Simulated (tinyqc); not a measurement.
Inside a calculation. Method: UHF in the 6-31g basis, for H4+, spin multiplicity 2. Computed by tinyqc, a small Python program that keeps every step (integrals from PySCF). Settings: charge = 1, multiplicity = 2, basis = 6-31g, energy threshold = 1e-10, iteration cap = 88, orthogonalisation = symmetric, start = random, DIIS depth = 6, method = UHF. Command: `OMP_NUM_THREADS=1 python tinyqc.py 27968 27969 out.jsonl` (the two numbers bound the seeds that draw the settings). One thread of a shared host (Intel(R) Xeon(R) Processor @ 2.60GHz), about 0.1 s of CPU time with the checks.

Geometry (angstrom):
```
atom       x       y       z
H     0.0000  0.0000  0.0000
H     0.0000  0.0000  1.1450
H     0.0000  0.0000  2.4680
H     0.0000  0.0000  3.6130
```

Stop when the energy changes by less than 1e-10 hartree and every element of the error matrix X^T (F D S - S D F) X (for each spin) is below 3e-06.

Course of the cycle:
```
iteration  E (hartree)     change  largest element of the error matrix
1             1.321040          -                             3.00e-01
2            -1.594801  -2.92e+00                             6.73e-02
3            -1.692914  -9.81e-02                             2.73e-02
4            -1.704043  -1.11e-02                             1.54e-02
5            -1.709558  -5.52e-03                             6.72e-03
6            -1.711598  -2.04e-03                             1.94e-03
7            -1.711734  -1.36e-04                             5.90e-04
8            -1.711761  -2.69e-05                             2.28e-04
9            -1.711763  -2.63e-06                             6.88e-05
10           -1.711763  -9.55e-08                             2.80e-05
11           -1.711763  -1.77e-08                             5.94e-06
12           -1.711763  -1.75e-09                             1.18e-06
13           -1.711763  -2.67e-11                             4.49e-07
```

Can the last value be used, and what does the course show?

Yes. Converged in 13 iterations. PySCF UHF in the same basis, after a stability check = -1.711763 hartree.
